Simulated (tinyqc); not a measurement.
Length of a molecular wire: coherent transport through a tight-binding bridge. Computed by the program tinyqc. T = Gamma_L Gamma_R |G_1n|^2 with the self-energies of semi-infinite chains.

A uniform bridge between two chains:
```
parameter                        value
site energy (eV)              1.070000
hopping in the bridge (eV)    1.340000
lead hopping (eV)             2.800000
couplings (eV)              0.74, 0.85
E (eV)                       -0.390000
```

Transmission against length:
```
sites           T     ln T
2      7.4400e-01  -0.2957
3      1.3152e-01  -2.0286
4      8.0986e-02  -2.5135
5      4.4806e-01  -0.8028
6      1.7511e-01  -1.7423
7      7.6931e-02  -2.5648
8      2.7811e-01  -1.2797
9      2.5310e-01  -1.3740
10     7.6539e-02  -2.5700
```

What does the comparison show, and why?

E lies inside the band of the bridge (|E - e|/2h = 0.545 < 1): T does not decay but oscillates with length, between 0.077 and 0.744 here, as levels of the bridge pass E.
